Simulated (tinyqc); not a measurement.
Worked calculation: electromigration in a confined line: Blech product, Korhonen stress evolution and Black's law. Computed by tinyqc, a small Python program that keeps every step. Command: `OMP_NUM_THREADS=1 python tinyqc.py 3031190 3031191 out.jsonl emigr walk`. One thread of a shared host (Intel(R) Xeon(R) Processor @ 2.30GHz), about 0.01 s of CPU time with the checks. Intermediate numbers are printed to about 6 digits and carried at full precision; extremes and crossings named in words are read from the listed rows.

The electron wind pushes atoms from the cathode (x = 0) to the anode (x = L); blocking ends build a back stress (tension positive). The input rho is taken not to change with temperature. d sigma/dt = d/dx [kappa (d sigma/dx + G)], with zero flux at both ends and sigma = 0 at t = 0.

Inputs (values chosen for the exercise, close to those used for copper lines): resistivity rho = 3.55 micro-ohm cm; atomic volume Omega = 11.8 angstrom^3; effective charge number Z* = 1.7; prefactor D0 = 2.7e-08 m^2/s; activation energy E = 0.853 eV; effective modulus B = 19 GPa; critical stress sigma_c = 110 MPa; current density j = 3.5 MA/cm^2; line length L = 36 um; test temperature T = 320 C; time as a fraction of L^2/kappa, s = 0.066; use temperature T_u = 85 C; use current density j_u = 1.6 MA/cm^2; current exponent n = 2.

Start: stress-free.

Constants: e = 1.602176634e-19 C; k_B = 8.617333262e-05 eV/K; k_B = 1.380649e-23 J/K.

## Driving force and diffusivities

G = Z* e rho j/Omega; D = D0 exp(-E/(k_B T)); kappa = D B Omega/(k_B T); drift velocity of an unconfined line v = D Z* e rho j/(k_B T). SI: 1 micro-ohm cm = 1e-8 ohm m, 1 MA/cm^2 = 1e10 A/m^2. Temperatures in kelvin are T(C) + 273.15.

stress gradient G = 28.6796 MPa/um

diffusivity D = 1.52664e-15 m^2/s

kappa = 4.17949e-14 m^2/s

drift velocity = 227.115 nm/h

## Steady state and Blech product

At steady state sigma(x) = G (L/2 - x). A void forms only if the cathode stress reaches sigma_c, that is if j L exceeds (j L)_c = 2 Omega (sigma_c)/(Z* e rho). Time scale tau = L^2/kappa.

steady cathode stress = 516.234 MPa

j L = 12600 A/cm

critical product (j L)_c = 2684.83 A/cm

tau = 8.61349 h

j L is 4.69 times the critical product: the line can fail. Caution: a steady stress above sigma_c is formal, since a void forms first.

## Series terms at the cathode

sigma(x, t) = G L [1/2 - x/L - 4 sum_(m odd) cos(m pi x/L) exp(-m^2 pi^2 s)/(m pi)^2], s = t/tau, summed to m = 399. The terms at x = 0 are 4 exp(-m^2 pi^2 s)/(m pi)^2; tau = L^2/kappa.

terms for m = 1, 3, 5, 7: [0.211282, 1.28070e-04, 1.37215e-09, 1.13664e-16]

cathode stress at time s = 297.959 MPa

time t = 0.568491 h

Caution: the stress exceeds sigma_c: a void would already have formed and relaxed it, so the value is formal.

## Stress along the line

Steady state: G L (1/2 - x/L). Take x/L = 0, 0.1, 0.2, 0.3, 0.4, 0.6, 0.8 and 1.

Stress (MPa):
```
x/L  at time s  steady state
0.0    297.959       516.234
0.1    205.444       412.987
0.2    133.300       309.740
0.3     78.398       206.493
0.4     35.944       103.247
0.6    -35.944      -103.247
0.8   -133.300      -309.740
1.0   -297.959      -516.234
```

Caution: stresses above sigma_c are formal, since a void forms first.

## Finite line against the semi-infinite law

Semi-infinite line: sigma(0, t) = 2 G L sqrt(s/pi). One-term form: keep m = 1 alone.

Cathode stress (MPa):
```
s            t (h)  full series  semi-infinite  one term
0.002  1.72270e-02       52.101          52.10   105.969
0.005  4.30675e-02       82.379          82.38   117.939
0.01   8.61349e-02      116.501         116.50   137.116
0.02   1.72270e-01      164.758         164.76   172.747
0.05   4.30675e-01      260.227         260.51   260.775
0.1    8.61349e-01      360.270         368.41   360.276
0.2    1.72270e+00      458.107         521.01   458.107
0.4    3.44540e+00      508.159         736.82   508.159
0.8    6.89080e+00      516.078        1042.02   516.078
```

Among these rows the semi-infinite law holds to 1 % up to s = 0.05 and the one-term form from s = 0.05 on: the far end is felt once sqrt(kappa t) is no longer small against L, and by then the terms with m > 1 have nearly died out. The critical stress 110 MPa is passed between s = 0.005 and 0.01. Caution: rows beyond sigma_c are formal, since a void ends the model there.

## Time to nucleate a void

Solve sigma(0, t) = sigma_c for s; the semi-infinite estimate is t = (pi/kappa) ((sigma_c)/(2 G))^2.

nucleation time = 0.0767896 h

semi-infinite estimate = 0.0767896 h

The two agree: the void nucleates before the far end is felt, so the time scales as 1/j^2 and not with L.

## Extrapolation by Black's law

Median life t50 = A j^(-n) exp(E/(k_B T)); acceleration factor = t50(use)/t50(test) = (j/j_u)^n exp[(E/k_B)(1/T_u - 1/T)].

current factor = 4.78516

temperature factor = 56954.6

acceleration factor = 272537

At the use current j_u L exceeds the critical product.

Checks made by the program: series against a 200-cell finite-volume solution (on the scale of G L) (relative difference 7e-07).
